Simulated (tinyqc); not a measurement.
Deep-level transient spectroscopy (DLTS) of one majority-carrier trap: one step, computed by the program tinyqc. Command: `OMP_NUM_THREADS=1 python tinyqc.py 3030538 3030539 out.jsonl dlts walk`. One thread of a shared host (Intel(R) Xeon(R) Processor @ 2.30GHz), about 0.07 s of CPU time with the checks.

A filling pulse loads the traps in a one-sided junction; under reverse bias they empty at the rate e, and the capacitance relaxes as C(t) = C_0 - dC exp(-e t). The signal is S = [C(t_2) - C(t_1)]/dC.

Task: Emission rate at T. e = g sigma v N_b exp(-E/k_B T), v = sqrt(3 k_B T/m), N_b = 2 M (2 pi m k_B T/h^2)^(3/2), sigma = sigma_0, E = E_t.

Inputs (values chosen for the exercise, with mass and screening modelled on InP): density-of-states mass m = 0.603 m_0; valleys M = 1; trap depth E_t = 0.335 eV; cross-section sigma_0 = 2e-17 cm^2; degeneracy ratio g = 0.5; temperature T = 154 K.

Carriers: holes. Extra term: none.

Constants: k_B = 8.617333262e-05 eV/K; k_B = 1.380649e-23 J/K; m_0 = 9.1093837015e-31 kg; h = 6.62607015e-34 J s.

Give: thermal velocity v; N_b; sigma; E; emission rate e.

Result:

thermal velocity v = 1.078e+07 cm/s

N_b = 4.322e+18 cm^-3

sigma = 2.00e-17 cm^2

E = 0.335 eV

emission rate e = 0.005069 1/s
